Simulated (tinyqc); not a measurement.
Minority-electron transport through the base of a bipolar transistor (Moll-Ross and Kroemer integrals): one step, computed by the program tinyqc. Command: `OMP_NUM_THREADS=1 python tinyqc.py 3018065 3018066 out.jsonl base walk`. One thread of a shared host (Intel(R) Xeon(R) Processor @ 2.30GHz), about 0.01 s of CPU time with the checks.

Low injection, one dimension, x from the emitter edge (0) to the collector edge (W), s = x/W. Recombination is treated as a small correction (valid for tau_B well below tau_n), computed from the stored charge.

Problem. Profile and built-in field. N(x) = N_0 (ratio)^(-s); n_i(x) = n_i; D(x) = (k_B T/e) mu, mu = mu_min + (mu_max - mu_min)/(1 + (N/N_ref)^0.7). Field that drives electrons towards the collector, averaged over the base: (k_B T/e) ln[N_0 n_i(W)^2/(N(W) n_i^2)]/W.

Inputs (values chosen for the exercise, modelled on silicon):
```
quantity,value,unit
base doping at the emitter edge N_0,2e+18,1/cm^3
base width W,69,nm
mu_min,230,cm^2/(V s)
mu_max,1350,cm^2/(V s)
N_ref,2.1e+17,1/cm^3
temperature T,300,K
doping ratio N_0/N(W),7,-
```

Base doping profile: exponential. Gap grading: none. Exit of the base: saturation velocity.

Constants: k_B = 8.617333262e-05 eV/K.

Give: Across the base; drift factor eta (potential drop in k_B T/e); mean built-in field.

Solution.

Across the base:
```
s,N (1/cm^3),n_i(x)^2/n_i^2,D (cm^2/s),y (s/cm^5)
0.0,2.0000e+18,1,10.901,1.8347e+17
0.2,1.3552e+18,1,12.122,1.1180e+17
0.4,9.1831e+17,1,13.548,6.7784e+16
0.6,6.2226e+17,1,15.170,4.1020e+16
0.8,4.2165e+17,1,16.959,2.4862e+16
1.0,2.8571e+17,1,18.869,1.5142e+16
```

drift factor eta (potential drop in k_B T/e) = 1.9459

mean built-in field = 7.2907 kV/cm
